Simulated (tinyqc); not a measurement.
BCS gap equation with a constant attraction inside the Debye window. Changing the coupling N(0)V. Computed by tinyqc, a small Python program. Command: `OMP_NUM_THREADS=1 python tinyqc.py 3003308 3003309 out.jsonl bcs sweep`. One thread of a shared host (Intel(R) Xeon(R) Processor @ 2.30GHz), about 0.01 s of CPU time with the checks.

Pairs attract with strength V for |xi| < k_B Theta; N(0) is the density of states for one spin. Energies are given as temperatures (E/k_B, in K) unless marked.

Inputs (values chosen for the exercise, for a model metal):
```
quantity,value,unit
Debye temperature Theta,530,K
Fermi velocity v_F,290000,m/s
electron density n,17.1,1e28/m^3
mean free path l,33,nm
```

Solver: secant.

Constants: k_B = 8.617333262e-05 eV/K; hbar = 1.054571817e-34 J s; k_B = 1.380649e-23 J/K; m_0 = 9.1093837015e-31 kg; eps_0 = 8.8541878128e-12 F/m; c = 299792458 m/s; e = 1.602176634e-19 C.

Method:
- At T = 0 the gap equation 1/(N(0)V) = int_0^Theta d xi/sqrt(xi^2 + Delta^2) has the integral arcsinh(Theta/Delta), so Delta_0 = Theta/sinh(1/(N(0)V)); weak coupling gives 2 Theta exp(-1/(N(0)V)).
- Gap equation: 1/(N(0)V) = I(Delta, T) = int_0^Theta tanh(E/2T)/E d xi, E = sqrt(xi^2 + Delta^2); 64 Gauss-Legendre points in y with xi = max(Delta, T) sinh(y).
- T_c solves I(0, T_c) = 1/(N(0)V); the weak-coupling form is T_c = (2 e^C/pi) Theta exp(-1/(N(0)V)) with Euler's C = 0.5772157, and 2 Delta_0/T_c then tends to 2 pi e^-C = 3.528.
- xi_0 = hbar v_F/(pi Delta_0); lambda_L = sqrt(m_0 eps_0 c^2/(n e^2)); N(0) = 3 n/(2 m_0 v_F^2) for one spin; condensation energy N(0) Delta_0^2/2 = B_c^2/(2 mu_0), mu_0 = 1/(eps_0 c^2); with scattering lambda = lambda_L sqrt(1 + xi_0/l) in the local limit (where xi_0 and l both exceed lambda, nonlocal response makes the true depth larger); Ginzburg-Landau kappa = 0.96 lambda_L/xi_0 + 0.72 lambda_L/l. Free-electron mass throughout; heavier carriers, as in niobium or vanadium, give a larger lambda_L and kappa and can make the metal type II.

One run for each value:
```
coupling N(0)V,T_c (K),2 Delta_0/T_c,weak-coupling T_c (K),Delta_0 (K),coherence length xi_0 (nm)
0.26,12.8,3.529,12.8,22.7,31.12
0.33,29.0,3.536,29.0,51.3,13.74
0.40,49.3,3.552,49.3,87.6,8.05
0.47,71.6,3.578,71.6,128.1,5.51
0.53,91.2,3.607,91.1,164.4,4.29
0.60,113.9,3.646,113.5,207.6,3.40
0.67,136.3,3.684,135.1,251.0,2.81
0.73,155.1,3.715,152.7,288.0,2.45
0.80,176.6,3.747,172.2,330.9,2.13
```

Describe and explain the trends.

Over the rows, T_c (K) rises from 12.8 to 177 (exponent d ln y / d ln x 3.4 between the first rows and 1.4 between the last); 2 Delta_0/T_c rises from 3.53 to 3.75 (exponent d ln y / d ln x 0.0079 between the first rows and 0.095 between the last); weak-coupling T_c (K) rises from 12.8 to 172 (exponent d ln y / d ln x 3.4 between the first rows and 1.3 between the last). The exponent of T_c is about 1/(N(0)V), large at weak coupling; the weak-coupling formula misses by 2.5 % in the last row.

Caution (rows 0.400, 0.470, 0.530, 0.600, 0.670, 0.730, 0.800): at this coupling retardation and damping of the phonon exchange (Eliashberg theory) matter.
